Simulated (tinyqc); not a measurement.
Tail length against growth temperature: equilibrium and kinetic segregation of a solute to boundaries and growing surfaces. Computed by tinyqc, a small Python program. Command: `OMP_NUM_THREADS=1 python tinyqc.py 3026324 3026325 out.jsonl segreg walk`. One thread of a shared host (Intel(R) Xeon(R) Processor @ 2.30GHz), about 0.01 s of CPU time with the checks.

Inputs (values chosen for the exercise, for a model alloy): exchange barrier E_b = 1.95 eV; surface segregation energy E_s = 0.34 eV; growth rate = 0.13 monolayers/s.

Constants: k_B = 8.617333262e-05 eV/K.

Method. Two-state exchange during growth, dilute: jump up r_u = nu exp(-E_b/(k_B T_g)), jump back r_d = r_u exp(-E_s/(k_B T_g)), nu = 1e13 1/s. In the time 1/R of one monolayer the share carried up is p = [r_u/(r_u + r_d)] [1 - exp(-(r_u + r_d)/R)]; the tail decays as p^n, length -1/ln p monolayers; the equilibrium limit has p = r_u/(r_u + r_d).

Exchange model:
```
T_g (K)       r_u/R        p  length (monolayers)  equilibrium limit
609      5.6084e-03  0.00559           1.9282e-01             651.63
651      6.1652e-02  0.05979           3.5499e-01             429.19
686      3.6321e-01  0.30439           8.4074e-01             315.17
722      1.8813e+00  0.84524           5.9478e+00             236.71
750      6.0622e+00  0.99259           1.3445e+02             193.12
779      1.8640e+01  0.99372           1.5886e+02             158.86
821      8.2379e+01  0.99188           1.2271e+02             122.71
885      6.0459e+02  0.98855           8.6834e+01              86.83
991      9.3162e+03  0.98168           5.4089e+01              54.09
```

What follows from these numbers?

The length peaks among these rows at 779 K with 159 monolayers. Below, exchange freezes (r_u/R = 0.0056 in the first row); above, the length follows the equilibrium limit, about exp(E_s/(k_B T)), down to 54.1.

Extremes, crossings and ranges named in words are read from the listed rows.
